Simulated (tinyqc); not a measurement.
Worked calculation: FCI on RHF in the 3-21g basis, for He, spin multiplicity 1. One step of it, computed by the program tinyqc.

Task: Iteration 8 (converged): orbitals. Diagonalise F' = X^T F X, C = X C', fill 1 alpha and 1 beta electrons from the bottom; D = 2 C_occ C_occ^T. Each column has its largest component positive (the first on a tie).

converged F (hartree), order 1He 1s, 1He 2s:
```
[[-0.070801, -1.118003],
 [-1.118003, -0.499364]]
```

X, order 1He 1s, 1He 2s:
```
[[1.181761, -0.390007],
 [-0.390007, 1.181761]]
```

Give: F' = X^T F X; orbital energies; coefficients C; D after iteration 8.

Result:

F' = X^T F X (hartree):
```
[[0.856, -1.469],
 [-1.469, 0.322]]
```

orbital energies (hartree): [-0.904, 2.082]

coefficients C, order 1He 1s, 1He 2s:
```
[[0.458, 1.157],
 [0.657, -1.057]]
```

D after iteration 8, order 1He 1s, 1He 2s:
```
[[0.419, 0.602],
 [0.602, 0.864]]
```
